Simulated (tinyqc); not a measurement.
Ballistic conductance of a hard-wall wire of rectangular section by counting modes: thermal smearing.

Subband edges E_(a,b) = (C pi^2/m) [(a/W)^2 + (b/Hh)^2], a, b = 1, 2, ...; C = hbar^2/(2 m0). Every mode transmits fully; spin gives the factor 2 in 2 q^2/h, valleys the factor gv.

G = (2 q^2/h) gv M; at zero temperature M counts the edges below Ef, at T it is the sum of degeneracy times f. The smooth (Sharvin) count is kF^2 A/(4 pi), kF = sqrt(m Ef/C), A = W Hh, perimeter p = 2 (W + Hh), and with the boundary term kF^2 A/(4 pi) - kF p/(4 pi). f = 1/(1 + exp((E_n - Ef)/Vt)).

Values chosen for this exercise:

| symbol | value | unit | meaning |
|---|---|---|---|
| m | 0.042 | m0 | mass |
| gv | 2 |  | valleys |
| Ef | 0.07 | eV | Fermi energy above the bulk band edge |
| W | 38 | nm | width |
| Hh | 36 | nm | height |

Constants: q = 1.602176634e-19 C, kB = 1.380649e-23 J/K, hbar = 1.054571817e-34 J s, h = 6.62607015e-34 J s, m0 = 9.1093837015e-31 kg, Vt = kB T/q, hbar^2/(2 m0) = 0.0380998212 eV nm^2. Results are converted to the units shown.

Result of one run:
```
T (K)  kB T (meV)  M at T  G (uS)
30          2.585   5.602   868.1
```

What becomes of these results when the temperature T is changed from 30 to 77 K, all else the same?

Result of the changed run:
```
T (K)  kB T (meV)  M at T  G (uS)
77          6.635   5.432   841.7
```

The whole series:
```
T (K)  kB T (meV)  M at T  G (uS)
2          0.1723   6.000   929.8
10         0.8617   5.868   909.3
30          2.585   5.602   868.1
77          6.635   5.432   841.7
150         12.93   5.448   844.2
220         18.96   5.550   860.0
300         25.85   5.759   892.4
400         34.47   6.126   949.3
```

M at T goes from 6.00 through a minimum of 5.43 (at T = 77 K among the rows listed) to 6.13; the integer count is 6. The edge nearest to Ef lies 1.63 meV from it, and M stays within 0.01 of the integer up to 2 K among the rows.

tinyqc, about 0.3 s, one thread, Intel Xeon 2.30GHz (shared host): `OMP_NUM_THREADS=1 python tinyqc.py 2740033 2740034 out.jsonl`
